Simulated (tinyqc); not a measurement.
Bandgap voltage reference from two bipolar transistors: two steps of the calculation.

Two transistors of area 1 and N carry the same current I. Is(T) = Is (T/T0)^eta exp[(Vg0 q/kB)(1/T0 - 1/T)], VBE1 = Vt ln(I/Is(T)) + I rb, VBE2 = Vt ln(I/(N Is(T))) + I rb/N. The amplifier forces I R1(T) = VBE1 - VBE2 + Vos, with R(T) = R (1 + tc (T - T0)) for both resistors, and the output is Vref = VBE1 + I R2(T). Base currents and the Early effect are neglected.

Parameters, values chosen for the exercise; values of the order met in silicon bipolar transistors: reference temperature T0 = 298 K; band-gap voltage extrapolated to 0 K Vg0 = 1.148 V; temperature exponent of the saturation current eta = 4.3; saturation current of the unit transistor at T0 Is = 6e-17 A; area ratio of the second transistor N = 8; resistor across which the difference of VBE falls, at T0 R1 = 3.4 kohm; temperature coefficient of both resistors tc = 500 ppm/K; offset of the amplifier Vos = 0 mV; series resistance of the unit transistor rb = 12 ohm; output resistor at T0 R2 = 37.78 kohm; temperature T = 253 K.

Constants: q = 1.602176634e-19 C, kB = 1.380649e-23 J/K. Results are converted to the units shown.

Problem 1. Operating point at the reference temperature. Vt = kB T/q; I = (Vt ln N + Vos)/(R1(T) - rb (1 - 1/N)). Evaluate at T = T0.

Give: Vt; I; Is(T); VBE1; I R2; Vref.

Solution 1.

Vt = 0.025680 V
I = 15.754 uA
Is(T) = 6.0000e-17 A
VBE1 = 0.67540 V
I R2 = 0.59520 V
Vref = 1.2706 V

Problem 2. Operating point at another temperature. 

Find: Vt; I; Is(T); VBE1; I R2; Vref.

Solution 2.

Vt = 0.021802 V
I = 13.684 uA
Is(T) = 1.0452e-20 A
VBE1 = 0.75905 V
I R2 = 0.50536 V
Vref = 1.2644 V

From T0 to T, VBE1 changes by 83.6 mV and I R2 by -89.8 mV, which leaves -6.20 mV in Vref.

Computed by the program tinyqc: `OMP_NUM_THREADS=1 python tinyqc.py 2062202 2062203 out.jsonl`, one thread of a shared Intel Xeon 2.30GHz, about 0.03 s for the whole run.
